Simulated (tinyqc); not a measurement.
## IGBT as a p-i-n diode in series with a MOS channel, on-state and switching loss: effect of the high-injection lifetime

High injection (n = p) in a drift layer from x = -W/2 (anode) to +W/2 (cathode side), recombination only in the layer with lifetime tau, ideal emitters. The channel feeds the cathode side and carries the whole current. Auger recombination, carrier-carrier scattering, emitter losses and the carrier dip under the p body are left out.

b = mn/mp, B = (b - 1)/(b + 1), La = sqrt(2 Vt mn mp tau/(mn + mp)), y = W/(2 La). n(x) = (tau J/(2 q La))[cosh(x/La)/sinh y - B sinh(x/La)/cosh y]. Vm = Vt [(8 b/(b + 1)^2)(sinh y/s) arctan(s sinh y) + B ln((1 + B tanh^2 y)/(1 - B tanh^2 y))], s = sqrt(1 - B^2 tanh^2 y); Vj = Vt ln(n(-W/2) n(W/2)/ni^2), ni = sqrt(Nc Nv) exp(-Eg/(2 Vt)), Eg in volts; Vc = J Rch; Von = Vm + Vj + Vc. Stored charge tau J, turn-off energy Eoff = ks tau J Vdc, loss at half duty 0.5 J Von + f Eoff. A unipolar device on the same layer has Vu = J (W/(q mn Nd) + Rch).

Parameters, values chosen for the exercise; material values close to those of silicon:
- T = 300 K (temperature)
- Eg = 1.12 eV (band gap)
- Nc = 2.77e19 cm^-3 (conduction-band density of states at T)
- Nv = 2.63e19 cm^-3 (valence-band density of states at T)
- mn = 1400 cm^2/(V s) (electron mobility)
- mp = 480 cm^2/(V s) (hole mobility)
- W = 350 um (width of the drift layer)
- Nd = 1.8e13 cm^-3 (doping of the drift layer)
- J = 30 A/cm^2 (current density)
- Rch = 1.9 mohm cm^2 (channel and accumulation resistance)
- Vdc = 1800 V (link voltage)
- ks = 0.11 (turn-off energy per stored charge and link voltage)
- f = 20 kHz (switching frequency)

Constants: q = 1.602176634e-19 C, kB = 1.380649e-23 J/K, Vt = kB T/q. Results are converted to the units shown.

The same in every row: Vu (V) = 260.12.

Results:
```
tau (us),y,Von (V),Eoff (mJ/cm^2),total loss (W/cm^2)
3,2.3502,1.1602,17.820,373.80
4.9,1.8390,1.0247,29.106,597.49
8,1.4392,0.96683,47.520,964.90
13,1.1290,0.94515,77.220,1558.6
21,0.88830,0.94198,124.74,2508.9
35,0.68808,0.94991,207.90,4172.2
92,0.42440,0.98187,546.48,10944
150,0.33237,1.0026,891.00,17835
```

Estimate the missing row, tau = 56 us.

Computed row:
```
tau (us),y,Von (V),Eoff (mJ/cm^2),total loss (W/cm^2)
56,0.54397,0.96346,332.64,6667.3
```

With this row back in the table: As tau goes from 3 to 150 us, Von goes from 1.16 through a minimum of 0.942 (at tau = 21 us among the rows listed) to 1.00 V, Eoff rises from 17.8 to 891 mJ/cm^2 and the total loss rises from 374 to 17800 W/cm^2. Von is below Vu in 9 of the 9 rows. For tau = 35 to 150 us the density at the anode passes 2e17 cm^-3, where Auger recombination and emitter losses matter.

tinyqc, about 0.01 s, one thread, Intel Xeon 2.30GHz (shared host): `OMP_NUM_THREADS=1 python tinyqc.py 2590002 2590003 out.jsonl`
